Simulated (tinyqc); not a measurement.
## Reflectance at normal incidence against thickness

Normal incidence on air, film (n1) and substrate (N2 = n2 - i k2): r01 = (1 - n1)/(1 + n1), r12 = (n1 - N2)/(n1 + N2), amplitude (r01 + r12 X)/(1 + r01 r12 X), X = exp(-4 pi i n1 d/lam), R its squared modulus, phase from 0 to 360 degrees.

Inputs (values chosen for the exercise):
- lam = 405 nm (wavelength)
- n1 = 1.632 (index of the transparent film)
- n2 = 5.42 (index of the substrate)
- k2 = 0.329 (extinction coefficient of the substrate)

Result of one run:
```
d (nm)  R (%)  phase of the reflected amplitude (degrees)
75      18.24                                       291.4
```

What becomes of these results when the film thickness d is changed from 75 to 120 nm, all else the same?

Result of the changed run:
```
d (nm)  R (%)  phase of the reflected amplitude (degrees)
120     47.40                                       185.5
```

The whole series:
```
d (nm)  R (%)  phase of the reflected amplitude (degrees)
0       47.54                                       178.7
15      44.11                                       152.8
30      34.40                                       121.9
45      20.44                                       78.21
60      11.81                                       7.075
75      18.24                                       291.4
90      32.22                                       244.1
105     42.93                                       211.9
120     47.40                                       185.5
```

R goes from 47.5 through a minimum of 11.8 (at d = 60 nm among the rows listed) to 47.4 %. At a quarter wave, d = 62.0 nm, R = 11.8 %; for a transparent substrate it would vanish for n1 = sqrt(n2) = 2.33.

Program tinyqc, `OMP_NUM_THREADS=1 python tinyqc.py 2870155 2870156 out.jsonl`; Intel Xeon 2.30GHz, shared host, one thread, about 0.5 s.
